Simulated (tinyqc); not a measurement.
Gaps across the alloy: virtual-crystal alloy in the empirical-pseudopotential method.

Empirical pseudopotential on the fcc lattice, atoms at +/- tau, tau = a (1,1,1)/8, no spin-orbit coupling. H(G,G') = c (2 pi/a)^2 |k + G|^2 delta + VS(q) cos(q.tau) + i VA(q) sin(q.tau), q = G - G', c = hbar^2/2m0; k and G in units of 2 pi/a; VS at |q|^2 = 3, 8, 11 and VA at 3, 4, 11, in rydberg, zero elsewhere. At each k the basis holds all G with |k + G|^2 up to 16; energies are counted from the fourth level at Gamma.

Virtual crystal A(1-x)B(x): a = (1 - x) a_A + x a_B. Rule linear: V = (1 - x) V_A + x V_B. Rule volume: V = [(1 - x) a_A^3 V_A + x a_B^3 V_B]/a^3, since a form factor is an atomic potential divided by the cell volume.

Constants: hbar^2/2m0 = 3.80998211 eV angstrom^2; Ry = 13.60569312 eV.

Inputs chosen for the exercise (classic local form factors of the size used for GaP (A) and InP (B), which place X and L only to a few tenths of an eV; the results hold for these values, not for the real material): a = (5.432, 5.867) angstrom (lattice constants of A, B); VSA = (-0.223, 0.031, 0.069) Ry (symmetric form factors of A); VAA = (0.117, 0.07, 0.02) Ry (antisymmetric form factors of A); VSB = (-0.224, 0.009, 0.061) Ry (symmetric form factors of B); VAB = (0.07, 0.051, 0.01) Ry (antisymmetric form factors of B); rule = linear (mixing rule).

Gaps from the valence top to the fifth band at Gamma, at L = (1/2,1/2,1/2) and at the lowest of k = (f,0,0), f = 0.70, 0.75, ..., 1.00. Bowing C = 4 [(E(0) + E(1))/2 - E(1/2)].

Gaps (eV):

| x | Gamma | Delta/X | f of the minimum | L | lowest |
|---|---|---|---|---|---|
| 0.000 | 2.616 | 2.110 | 1.00 | 2.549 | Delta/X |
| 0.167 | 2.480 | 2.125 | 1.00 | 2.464 | Delta/X |
| 0.333 | 2.331 | 2.134 | 1.00 | 2.372 | Delta/X |
| 0.500 | 2.169 | 2.137 | 1.00 | 2.273 | Delta/X |
| 0.667 | 1.993 | 2.133 | 1.00 | 2.166 | Gamma |
| 0.833 | 1.801 | 2.122 | 0.95 | 2.053 | Gamma |
| 1.000 | 1.594 | 2.104 | 0.90 | 1.933 | Gamma |

bowing (eV): Gamma -0.254, Delta/X -0.120, L -0.127

The lowest valley changes: Delta/X to Gamma between x = 0.500 and 0.667. From A to B the Gamma gap moves by -1.02 eV, L by -0.62 eV and Delta/X by -0.01 eV; a move of Delta/X below about 0.4 eV is within the error of such form factors, sign included. The virtual crystal holds no disorder and no bond relaxation, so its bowing comes from the non-linear dependence on the mean potential and volume alone, and it may differ from measured bowing, which is positive in these alloys, in size and even in sign; crossings move with it.

tinyqc: `OMP_NUM_THREADS=1 python tinyqc.py 1051369 1051370 out.jsonl`; about 0.3 s, one thread, shared Intel(R) Xeon(R) Processor @ 2.30GHz.
